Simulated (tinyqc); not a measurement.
Length of a molecular wire: coherent transport through a tight-binding bridge. Computed by the program tinyqc. 

A uniform bridge between two chains:
```
parameter                        value
site energy (eV)              3.100000
hopping in the bridge (eV)    1.240000
lead hopping (eV)             2.550000
couplings (eV)              0.59, 0.98
E (eV)                        0.130000
```

T = Gamma_L Gamma_R |G_1n|^2 with the self-energies of semi-infinite chains.

Transmission against length:
```
sites           T      ln T
2      5.7254e-03   -5.1628
3      1.6022e-03   -6.4364
4      4.6004e-04   -7.6842
5      1.3307e-04   -8.9246
6      3.8575e-05  -10.1629
7      1.1189e-05  -11.4006
8      3.2462e-06  -12.6380
9      9.4180e-07  -13.8755
10     2.7325e-07  -15.1129
```

E lies outside the band of the bridge (|E - e|/2h = 1.198 > 1), so T decays as exp(-beta n) with beta = 2 arccosh(1.198) = 1.2374 a site; the last two rows give 1.2374.
